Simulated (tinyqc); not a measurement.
Four methods from the same start: geometry relaxation of a small cluster. Computed by tinyqc, a small Python program. Command: `OMP_NUM_THREADS=1 python tinyqc.py 3017330 3017331 out.jsonl relax walk`. One thread of a shared host (Intel(R) Xeon(R) Processor @ 2.30GHz), about 0.03 s of CPU time with the checks.

E = sum_i {sum_j A exp(-p (r_ij/r0 - 1)) - xi sqrt(rho_i)}, rho_i = sum_j exp(-2 q (r_ij/r0 - 1)); the force on i is -sum_j w_ij (R_i - R_j)/r_ij with w_ij = -(2p/r0) A exp(-p (r_ij/r0 - 1)) + (xi q/r0) exp(-2 q (r_ij/r0 - 1)) (rho_i^(-1/2) + rho_j^(-1/2)).

Inputs (values chosen for the exercise, for model atoms): length r0 = 2.38 angstrom; repulsion A = 0.2 eV; hopping xi = 2.41 eV; decay p = 10.4; decay q = 2.99; step factor eta = 0.0069 angstrom^2/eV; largest number of steps = 500.

Potential: Gupta. Method: steepest descent.

starting positions (angstrom), rows atom 1, atom 2, atom 3, atom 4, atom 5, columns x, y, z:
$$\begin{pmatrix}
0.08 & -0.11 & 0.22 \\
2.2 & -0.12 & 0 \\
1.09 & 1.9 & -0.05 \\
1.27 & 0.51 & 1.84 \\
1.13 & 0.5 & -1.81
\end{pmatrix}$$

Method:
- Steepest descent: R(new) = R + eta F.
- No atom moves more than 0.3 angstrom a step (the whole step is scaled). Stop when the largest force component is below 1e-5 eV/angstrom.
- Hessian at the final positions by central differences of the forces; six eigenvalues vanish (translations and rotations). Steepest descent is stable for eta below 2/lambda_max and contracts the softest mode by 1 - eta lambda_min a step.
- Conjugate gradient (Polak-Ribiere): d = F + beta d(old), beta = max(0, F.(F - F(old))/|F(old)|^2), d = F at first; step length from one secant, s = eta (F.d)/(F.d - F(R + eta d).d), replaced by eta if that is not positive; R(new) = R + s d.
- BFGS: R(new) = R + B F with the inverse Hessian B = eta 1 at first; with s = R(new) - R, y = F - F(new), rho = 1/(y.s): B(new) = (1 - rho s y^T) B (1 - rho y s^T) + rho s s^T, skipped if y.s is not positive.
- FIRE with unit mass: if F.v > 0, v = (1 - a) v + a |v| F/|F|, and after more than 5 such steps in a row dt = min(1.1 dt, 5 dt0), a = 0.99 a; else v = 0, a = 0.1, and dt = dt/2 (not at the first step). Then v = v + dt F, R(new) = R + dt v. dt0 = sqrt(eta), a = 0.1 at first.
- In this comparison each method may take up to 1500 steps.

contraction of the softest mode = 0.968814

non-zero eigenvalues (eV/angstrom^2): [4.5197, 4.5197, 11.4206, 15.0285, 15.0287, 18.7673, 18.7674, 35.8773, 51.8320]

condition number = 11.4681

Cost:
```
method              steps  force calls  final E (eV)  calls to reach 1e-2
steepest descent      322          323       -20.769                  105
conjugate gradient     19           39       -20.769                   21
BFGS                   37           38       -20.769                   21
FIRE                  120          121       -20.769                   50
```

What does the comparison show, and why?

In force calls the order is BFGS (38), conjugate gradient (39), FIRE (121), steepest descent (323). All that converged end at the same energy. Near the minimum steepest descent multiplies the slowest mode by 0.969 in size a step, 73 steps a decade of force, at a condition number of 11.5. It is the dearest here: the others use earlier steps to learn the curvature or to build momentum along soft directions.

Extremes, crossings and ranges named in words are read from the listed rows.
